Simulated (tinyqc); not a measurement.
Worked calculation: Hubbard chain of 4 sites. Computed by tinyqc, a small Python program that keeps every step. Settings: hopping = 1.91, U = 9.8, mixing = 0.2, iteration cap = 54. Command: `OMP_NUM_THREADS=1 python tinyqc.py 24688 24689 out.jsonl` (the two numbers bound the seeds that draw the settings). One thread of a shared host (Intel(R) Xeon(R) Processor @ 2.60GHz), about 0.2 s of CPU time with the checks. Later iterations appear only in the table of the cycle.

## Mean-field iteration 1

one-body matrix (hopping and site energies) (eV), lower triangle:
```
           1          2          3         4
1   0.000000
2  -1.910000   0.000000
3   0.000000  -1.910000   0.000000
4   0.000000   0.000000  -1.910000  0.000000
```

U = 9.800000 eV

electrons, up and down: 2  1

mixing = 0.200000

n(up) at the start (a guess, not normalised): 1 0.800000, 2 0.200000, 3 0.800000, 4 0.200000

n(down) at the start (a guess): 1 0.000000, 2 0.550000, 3 0.000000, 4 0.550000

H(up) = T + U n(down), H(down) = T + U n(up); fill the lowest levels; n(new) = n + mixing (n(out) - n); E = tr T (rho up + rho down) + U sum n_up n_down of the output.

levels, up (eV): -1.405473  -0.247189  5.637189  6.795473

levels, down (eV): 0.634505  1.731870  8.068130  9.165495

energy = -2.711181 eV

n(up) after iteration 1: 1 0.824447, 2 0.187124, 3 0.812876, 4 0.175553

n(down) after iteration 1: 1 0.008589, 2 0.562235, 3 0.022486, 4 0.486690

## Mean-field iteration 2

As before.

levels, up (eV): -1.273723  -0.150927  5.197158  6.811491

levels, down (eV): 0.522008  1.540136  8.259864  9.277992

energy = -2.813966 eV

n(up) after iteration 2: 1 0.843966, 2 0.176625, 3 0.819313, 4 0.160095

n(down) after iteration 2: 1 0.014251, 2 0.565333, 3 0.039761, 4 0.444655

## Mean-field iteration 3

As before.

levels, up (eV): -1.186179  -0.085776  4.876486  6.822669

levels, down (eV): 0.433269  1.414120  8.397951  9.354660

energy = -2.869137 eV

n(up) after iteration 3: 1 0.859321, 2 0.168387, 3 0.820875, 4 0.151416

n(down) after iteration 3: 1 0.018050, 2 0.564236, 3 0.053065, 4 0.415849

## Convergence

Each step fills the lowest levels of T + U n(other spin) and sets n(new) = n + mixing (n(out) - n); stop when output and input agree to 1e-8.

Course of the cycle:
```
iteration       E (eV)  largest |n(out) - n(in)|  mean |n_up - n_down|
1          -2.71118057                  3.17e-01              0.565619
2          -2.81396586                  2.10e-01              0.560673
3          -2.86913673                  1.44e-01              0.554168
4          -2.90019580                  1.09e-01              0.547268
5          -2.92198298                  9.30e-02              0.540495
6          -2.94190766                  8.88e-02              0.533944
7          -2.96390901                  9.11e-02              0.527503
8          -2.99060607                  9.68e-02              0.520972
9          -3.02396271                  1.04e-01              0.514119
10         -3.06522984                  1.11e-01              0.523309
11         -3.11457580                  1.17e-01              0.539493
...                ...                       ...                   ...
44         -3.68018666                  2.42e-02              0.583096
45         -3.68177892                  2.31e-02              0.581258
46         -3.68328693                  2.21e-02              0.579445
47         -3.68471750                  2.12e-02              0.577656
48         -3.68607670                  2.04e-02              0.575890
49         -3.68736998                  1.96e-02              0.574148
50         -3.68860224                  1.89e-02              0.572430
51         -3.68977787                  1.82e-02              0.570734
52         -3.69090085                  1.76e-02              0.569060
53         -3.69197479                  1.70e-02              0.567409
54         -3.69300295                  1.65e-02              0.565779
```

Not converged within 54 iterations: the residual falls steadily but slowly, by a factor of about 0.96 a step. The lowest mean-field energy found from random starts is -3.72647 eV. Reruns (cap 100 unless said): mixing 0.5: not converged; mixing 0.9: not converged; the original settings with a cap of 400: not converged.

## Exact diagonalisation (24 states)

Lowest levels of the sector, and the double occupancy of the lowest state.

lowest levels (eV): -4.702453  -3.679902  -3.090445  -2.415707  -1.624097  -1.180445

double occupancy per site = 0.030565

## The lowest level by Lanczos steps

From a random start vector (not printed): a_j = <q_j|H|q_j>, b_j = norm of the remainder after orthogonalising; the Ritz value is the lowest eigenvalue of the tridiagonal matrix of a and b so far.

Lanczos:
```
j   a_j (eV)  b_j (eV)  lowest Ritz value (eV)
1   3.676728  6.481525              3.67672760
2   3.445484  4.276720             -2.92145031
3   6.429270  5.718621             -3.88418746
4   3.860541  4.055357             -4.40817242
5   5.272008  5.346514             -4.58894557
6   7.096971  3.632254             -4.66837430
7   4.791176  5.322056             -4.68406266
8   4.712047  4.521593             -4.69359368
9   5.664461  4.486905             -4.69840322
10  3.493972  3.454204             -4.70105602
```
